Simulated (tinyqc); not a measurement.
Thickness of the antireflection layer under the resist: thin-film optics by transfer matrices.

Indices N = n + i k. Snell: N0 sin(theta) = N_j sin(theta_j), with Im(N_j cos theta_j) >= 0. Admittance y_j = N_j cos theta_j for s and N_j/cos theta_j for p. Phase delta_j = 2 pi N_j cos theta_j d_j/lambda. Layer matrix [[cos delta, -i sin delta/y], [-i y sin delta, cos delta]], multiplied from the top down to M. (B, C) = M (1, y_sub); r = (y0 B - C)/(y0 B + C), R = |r|^2, T = 4 Re y0 Re y_sub/|y0 B + C|^2, absorbed in the films 1 - R - T.

Inputs chosen for the exercise (indices near those of resist, ARC, SiO2 on Si; shifted at random, so the results belong to these values and not to a real crystal):
```
symbol  value                         unit  meaning
lam     633                           nm    vacuum wavelength
n0      1                                   ambient index
n       (1.599, 1.622, 1.442, 3.943)        n of resist, ARC, SiO2, substrate
k       (0, 0.02, 0, 0.02)                  k in the same order
d       (109, 24.1, 9.8)              nm    thicknesses, top first
```

Light arrives at normal incidence from inside the resist, taken as the ambient with its real index n; the second entry of d takes the values listed.

Reflectance back into the resist:
```
d_2 (nm)       R
0         0.1806
10        0.1801
20        0.1790
30        0.1770
40        0.1743
50        0.1710
60        0.1674
80        0.1600
100       0.1540
120       0.1509
```

Without the layer R = 0.1806; the lowest value listed is 0.1509 at 120 nm, against a quarter wave lambda/(4 n) = 97.6 nm. A very thick layer would leave only its top interface, R = 0.0001, but k is too small for that at these thicknesses.

(tinyqc, `OMP_NUM_THREADS=1 python tinyqc.py 1682226 1682227 out.jsonl`, Intel(R) Xeon(R) Processor @ 2.30GHz, 1 thread, shared host, about 0.01 s.)
